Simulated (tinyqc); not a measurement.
# Conduction-band offset of an n-N heterojunction from carrier-profile moments: what changes with what

Layer 1 (x < 0) accumulates electrons and layer 2 (x > 0) is depleted. Boltzmann statistics. The bands bend down by V1 in layer 1 and up by V2 in layer 2, with V1 + V2 = VD = dE + Vt ln[(N2/Nc2)/(N1/Nc1)].

Inputs (values chosen for the exercise); values of the order of III-V alloys:
```
symbol,value,unit,meaning
T,300,K,temperature
eps_r,13.2,,relative permittivity of both layers
Nc1,4.8e17,cm^-3,density of states of the narrow-gap layer 1
Nc2,8.9e17,cm^-3,density of states of the wide-gap layer 2
dE,0.17,eV,conduction-band offset
N1,2.2e16,cm^-3,donor density in layer 1
N2,8.5e16,cm^-3,donor density in layer 2
si,0,cm^-2,fixed charge at the interface
```

Constants: q = 1.602176634e-19 C, kB = 1.380649e-23 J/K, Vt = kB T/q, eps0 = 8.8541878128e-14 F/cm where lengths are in cm. Results are converted to the units shown.

Each table varies one quantity; the others keep the values above.

## An error in the interface position

A C-V profile smears n(x) but keeps its zeroth and first moments: si = -int (N - n) dx, VD = (q/(eps0 eps_r)) int (N - n) x dx, dE = VD - Vt ln[(N2/Nc2)/(N1/Nc1)]. With the step of N placed at xi and the moment taken about xi, VD changes by (q/(eps0 eps_r)) [si xi + (N2 - N1) xi^2/2] and si by (N2 - N1) xi.

An error in the interface position:

| xi (nm) | error of si (cm^-2) | error of dE (meV) |
|---|---|---|
| -30 | -1.890e11 | 38.86 |
| -22.5 | -1.418e11 | 21.86 |
| -15 | -9.450e10 | 9.716 |
| -7.5 | -4.725e10 | 2.429 |
| 0 | 0 | 0 |
| 7.5 | 4.725e10 | 2.429 |
| 15 | 9.450e10 | 9.716 |
| 22.5 | 1.418e11 | 21.86 |
| 30 | 1.890e11 | 38.86 |

What does the table show?

Among the rows the error of dE lies between 0 and 38.9 meV, quadratic in xi, since without interface charge the first-order term vanishes; the error of si is linear, 6.30e9 cm^-2 a nanometre.

## Effect of the doping of the wide-gap layer

Sheet densities from the first integral: Q1 = sqrt((2 eps0 eps_r Vt N1/q)(exp(u1) - u1 - 1)) extra electrons, Q2 = sqrt((2 eps0 eps_r Vt N2/q)(exp(-u2) + u2 - 1)) missing ones, u = V/Vt; neutrality Q1 = Q2 + si.

Effect of the doping of the wide-gap layer:

| N2 (cm^-3) | VD (V) | V1 (V) | Q1 (cm^-2) | n(0-)/Nc1 |
|---|---|---|---|---|
| 1.6e15 | 0.086279 | 0.012529 | 3.3955e10 | 0.074414 |
| 3.2e15 | 0.10420 | 0.018763 | 5.3160e10 | 0.094709 |
| 6.4e15 | 0.12212 | 0.026872 | 8.0871e10 | 0.12960 |
| 1.3e16 | 0.14044 | 0.037216 | 1.2151e11 | 0.19337 |
| 2.6e16 | 0.15836 | 0.049282 | 1.7808e11 | 0.30838 |
| 5.2e16 | 0.17628 | 0.063044 | 2.5795e11 | 0.52513 |
| 1.1e17 | 0.19565 | 0.079440 | 3.8140e11 | 0.99018 |

What does the comparison show?

Q1 rises from 3.40e10 to 3.81e11 cm^-2, as N2^(0.57) over the table, while VD grows by Vt ln 10 a decade and the share V1/VD rises from 0.145 to 0.406. For N2 = 5.2e16, 1.1e17 n(0-) nears or passes Nc1, where degeneracy and quantisation lower Q1.

Numbers from tinyqc (`OMP_NUM_THREADS=1 python tinyqc.py 2410087 2410088 out.jsonl`; about 0.1 s on one thread of a shared Intel Xeon 2.30GHz).
